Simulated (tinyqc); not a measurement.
From a target to a composition: model-solid line-up of a strained alloy layer on a substrate.

Problem. A layer of the alloy is strained to the substrate, and its gap (Ec minus the top valence edge) is given. Find x between 0.08 and 0.89, where the gap is monotonic.

All values of the alloy are linear in x but the gap, Eg(x) = (1 - x) Eg_A + x Eg_B - C x (1 - x), and the valence edge, Ev(x) = (1 - x) Ev_A + x Ev_B + fv C x (1 - x); Ec = Ev + Eg. Ev is the top of the unstrained valence band on a scale common to all materials. In the layer only the Gamma valley of the conduction band is followed, also where an X or L valley would lie lower.

Coherent growth on a (001) face: e_par = (a_s - a)/a, e_perp = -2 (C12/C11) e_par; exx = eyy = e_par, ezz = e_perp, no shear.

Strained edges: Ec + ac tr(e); the valence edges are Ev plus the levels of the 6 x 6 matrix of X, Y, Z times spin with -Dso/3 + l exx + m (eyy + ezz) on the diagonal (cyclic), n exy off it, l = av + 2 b, m = av - b, n = sqrt(3) d. Spin-orbit term (Dso/3) L.sigma on X, Y, Z with (L_k)_ij = -i epsilon_kij: <X+|H|Y+> = -i Dso/3, <X+|H|Z-> = Dso/3, <Y+|H|Z-> = -i Dso/3, <Z+|H|X-> = -Dso/3, <Z+|H|Y-> = i Dso/3, <X-|H|Y-> = i Dso/3, and their conjugates; + and - are the spin along z.

Inputs chosen for the exercise (A near InP, B near GaP, substrate near Ge; shifted at random, so the results belong to these values and not to a real crystal): a = (5.866, 5.452) angstrom (lattice constant of A, B); Eg = (1.405, 2.868) eV (gap at Gamma to the s-like level of A, B); Dso = (0.107, 0.079) eV (spin-orbit splitting of A, B); Ev = (-0.94, -1.27) eV (top of the unstrained valence band of A, B); ac = (-6.02, -8.25) eV (conduction deformation potential of A, B); av = (0.61, 1.7) eV (valence hydrostatic potential of A, B); b = (-2.01, -1.58) eV (tetragonal shear potential of A, B); d = (-5.05, -4.54) eV (trigonal shear potential of A, B); C11 = (102, 140.5) GPa (of A, B); C12 = (56.5, 62.4) GPa (of A, B); C44 = (46.2, 71) GPa (of A, B); C = 0.733 eV (bowing of the gap); fv = 0 (share of the bowing taken by the valence edge); a_s = 5.661 angstrom (substrate); face = 001 (growth face).

strained gap = 2.082756 eV

Find: x; e_par; gap of the relaxed alloy.

Solution. Bisect on x; the strained gap is 1.5328 eV at x = 0.08 and 2.1617 eV at x = 0.89.

x = 0.760
e_par = 1.975 %
gap of the relaxed alloy = 2.383 eV

Run: tinyqc, `OMP_NUM_THREADS=1 python tinyqc.py 1081244 1081245 out.jsonl`; Intel(R) Xeon(R) Processor @ 2.30GHz, one thread, shared host; about 0.02 s of CPU time with all checks.
